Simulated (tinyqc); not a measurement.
# Surface potential of a MOS transistor: implicit equation and explicit approximations: accuracy of the approximations against gate voltage

p-type body, charge-sheet picture, depletion and inversion only, full ionisation (an idealisation for deep acceptors), Boltzmann statistics (rough once Na exp(x - xn) passes about Nc/7). In units of Vt: xg = (Vg - Vfb)/Vt, x = psi/Vt, G = gamma/sqrt(Vt), xn = (2 phiF + Vc)/Vt. The implicit equation is (xg - x)^2 = G^2 [x - 1 + exp(x - xn)] for x above about 3. Cox = eps0 eox/tox.

ni = sqrt(Nc Nv) exp(-Eg/(2 Vt)), Eg in volts; phiF = Vt ln(Na/ni); gamma = sqrt(2 q eps0 eps_r Na)/Cox; VT = Vfb + Vt (xn + G sqrt(xn - 1)). Depletion value a = 1 + [sqrt(G^2/4 + xg - 1) - G/2]^2; inversion value b = xn + ln[(xg - xn)^2/G^2 - xn + 1] and first guess y = min(a, b) - ln(1 + exp(-|a - b|)) if a > xn + 1, else b = y = a; one second-order correction with D = exp(y - xn), p = 2 (xg - y) + G^2 (1 + D), w = (xg - y)^2 - G^2 (y - 1 + D): z = y + 2 w/(p + sqrt(p^2 - 2 (2 - G^2 D) w)), or the Newton step z = y + w/p where the root is not real. N_inv = (Cox Vt G/q) [sqrt(x - 1 + exp(x - xn)) - sqrt(x - 1)] at the root. Lambert form (Cox m Vt/q) W0[(G/(2 m sqrt(xn - 1))) exp((Vg - VT)/(m Vt))], m = 1 + G/(2 sqrt(xn - 1)). Errors under 1e-4 mV, and the linear form below VT, are printed as 0.

Values chosen for this exercise; band and dielectric values those of a made-up semiconductor: temperature T = 350 K; band gap Eg = 1.08 eV; relative permittivity eps_r = 15.1; conduction-band density of states at T Nc = 4.03e19 cm^-3; valence-band density of states at T Nv = 2.63e19 cm^-3; relative permittivity of the gate insulator (close to silicon dioxide) eox = 3.9; insulator thickness tox = 2 nm; acceptor density Na = 2.7e16 cm^-3; flat-band voltage Vfb = -0.41 V; channel-body voltage Vc = 0 V.

Constants: q = 1.602176634e-19 C, kB = 1.380649e-23 J/K, Vt = kB T/q, eps0 = 8.8541878128e-14 F/cm where lengths are in cm. Results are converted to the units shown.

Accuracy of the approximations against gate voltage:
```
Vg (V),psi (V),x - xn,error of y (mV),error of z (mV),N_inv (cm^-2),Cox (Vg - VT)/q (cm^-2),Lambert form (cm^-2)
-0.11,0.2695,-12.68,0,0,6.427e4,0,3.562e4
0.09,0.4592,-6.393,2.29e-3,0,2.585e7,0,2.099e7
0.29,0.6499,-0.07171,1.06,0,1.184e10,0,1.194e10
0.49,0.7862,4.449,34.6,11.1,6.425e11,2.143e12,7.628e11
0.69,0.8419,6.296,34.2,12.7,2.176e12,4.298e12,2.515e12
0.89,0.8732,7.332,25.6,7.82,3.983e12,6.453e12,4.476e12
1.09,0.8945,8.040,20.5,-4.52,5.901e12,8.609e12,6.505e12
1.29,0.9106,8.575,17.2,-1.83,7.877e12,1.076e13,8.567e12
1.49,0.9235,9.002,14.9,-1.01,9.888e12,1.292e13,1.065e13
```

What does the table show?

psi rises from 0.270 to 0.924 V and ends 9.0 Vt above 2 phiF + Vc. Among the rows the first guess is off by at most 35 mV (at Vg = 0.49 V) and the corrected value by at most 13 mV. In the last row the linear form is 31 % above N_inv and the Lambert form 7.7 % above it; in the first row the Lambert form is 45 % below it. For Vg = 0.69, 0.89, 1.09, 1.29, 1.49 the electron quasi-Fermi level lies less than 2 Vt below the band edge at the surface, or above it, where degeneracy and confinement, left out, matter.

Program tinyqc, `OMP_NUM_THREADS=1 python tinyqc.py 2122225 2122226 out.jsonl`; Intel Xeon 2.30GHz, shared host, one thread, about 0.01 s.
